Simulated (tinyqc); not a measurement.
p-n heterojunction, non-linear Poisson equation by Newton steps, Fermi-Dirac statistics: one step of the calculation.

One dimension, material 1 (p-type) at x < 0 and material 2 (n-type) at x > 0. Band edges: Ec = -psi in material 1 and -psi + dEc in material 2, Ev = Ec - Eg. Flat quasi-Fermi levels: 0 for holes, +V for electrons. n = Nc F((EFn - Ec)/Vt), p = Nv F((Ev - EFp)/Vt), with F(eta) = F_1/2(eta) = (2/sqrt(pi)) int_0^infinity sqrt(u) du/(1 + exp(u - eta)) (Fermi-Dirac statistics); full ionisation, no interface charge, classical densities; the doping types are chosen for the exercise.

Problem. Newton step. Solve the tridiagonal system a_(i-1) d_(i-1) + b_i d_i + a_i d_(i+1) = -F_i for nodes 1 to 9, with d = 0 on fixed nodes. Half of the step is added while the largest |d| exceeds 1.5 Vt, the full step after that.

Values chosen for this exercise: temperature T = 300 K.

Constants: q = 1.602176634e-19 C, kB = 1.380649e-23 J/K, Vt = kB T/q. Results are converted to the units shown.

| interval | coupling a_i (F/cm^2) |
|---|---|
| 0 | 2.4942554e-8 |
| 1 | 5.0361718e-8 |
| 2 | 9.9959415e-8 |
| 3 | 2.0067994e-7 |
| 4 | 4.0340764e-7 |
| 5 | 8.5641979e-7 |
| 6 | 7.0974045e-7 |
| 7 | 5.4863372e-7 |
| 8 | 4.2788180e-7 |
| 9 | 3.3121221e-7 |

| node | diagonal b (F/cm^2) | residual F (C/cm^2) |
|---|---|---|
| 1 | -3.4424770e-6 | 5.6985952e-10 |
| 2 | -1.0449705e-6 | -1.6998730e-10 |
| 3 | -3.0077133e-7 | 4.9096689e-8 |
| 4 | -6.0408758e-7 | 4.1808005e-8 |
| 5 | -1.2598274e-6 | 1.4426550e-8 |
| 6 | -1.5661687e-6 | 6.3426127e-8 |
| 7 | -1.2583742e-6 | 5.2594058e-8 |
| 8 | -9.7651553e-7 | 5.6804385e-8 |
| 9 | -7.5914556e-7 | 1.2266801e-7 |

| node | psi at the start (V) |
|---|---|
| 0 | -2.1879134 |
| 1 | -2.1878401 |
| 2 | -2.1715826 |
| 3 | -1.9613353 |
| 4 | -1.5031772 |
| 5 | -1.1446765 |
| 6 | -0.9526381 |
| 7 | -0.7149810 |
| 8 | -0.4509266 |
| 9 | -0.2094302 |
| 10 | 0.0905988 |

Give: Newton step d, before damping; psi after iteration 1.

Solution.

| node | Newton step d, before damping (V) |
|---|---|
| 1 | 0.002 |
| 2 | 0.116 |
| 3 | 1.209 |
| 4 | 1.510 |
| 5 | 1.556 |
| 6 | 1.561 |
| 7 | 1.478 |
| 8 | 1.274 |
| 9 | 0.879 |

| node | psi after iteration 1 (V) |
|---|---|
| 0 | -2.188 |
| 1 | -2.187 |
| 2 | -2.114 |
| 3 | -1.357 |
| 4 | -0.748 |
| 5 | -0.367 |
| 6 | -0.172 |
| 7 | 0.024 |
| 8 | 0.186 |
| 9 | 0.230 |
| 10 | 0.091 |

tinyqc, about 0.2 s, one thread, Intel Xeon 2.30GHz (shared host): `OMP_NUM_THREADS=1 python tinyqc.py 2040019 2040020 out.jsonl`
